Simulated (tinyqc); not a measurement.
Thin-film transistor with exponential tail and deep states, accumulation layer: one step of the calculation.

An undoped film in accumulation, thicker than the space-charge layer. With band bending psi the Fermi level lies E0 - psi below the band edge. Free electrons n = n0 exp(psi/Vt) carry the current; electrons in two exponential distributions of traps, a = a0 exp(psi/Va) and d = d0 exp(psi/Vp), do not. Linear regime, ohmic contacts, traps in equilibrium.

Task. Surface potential by Newton steps. Va = kB Tt/q, Vp = kB Td/q. G(psi) = sum over the three kinds of c0 [V (exp(psi/V) - 1) - psi], field F = sqrt(2 q G/(eps0 eps_r)); Vg = psi + eps0 eps_r F/Ci at the surface. f = psi + eps0 eps_r F/Ci - Vg, f' = 1 + q rho/(Ci F) with rho = sum c0 (exp(psi/V) - 1); psi(new) = psi - f/f'.

Values chosen for this exercise; values close to those of amorphous indium gallium zinc oxide:
- T = 300 K (temperature)
- eps_r = 10 (relative permittivity of the semiconductor)
- Tt = 380 K (characteristic temperature of the tail)
- Td = 1480 K (characteristic temperature of the deep states)
- Ci = 100 nF/cm^2 (gate capacitance)
- Vg = 2 V (gate voltage above flat band)

Constants: q = 1.602176634e-19 C, kB = 1.380649e-23 J/K, Vt = kB T/q, eps0 = 8.8541878128e-14 F/cm where lengths are in cm. Results are converted to the units shown.

psi after iteration 1 = 0.49977349 V
n0 = 4.8336380e9 cm^-3
a0 = 1.0015697e12 cm^-3
d0 = 1.1330398e15 cm^-3

Find: F; f; f'; psi after iteration 2.

Result.

F = 253.1 kV/cm
f = 0.7407 V
f' = 35.91
psi after iteration 2 = 0.4791 V

Numbers from tinyqc (`OMP_NUM_THREADS=1 python tinyqc.py 2610064 2610065 out.jsonl`; about 0.02 s on one thread of a shared Intel Xeon 2.30GHz).
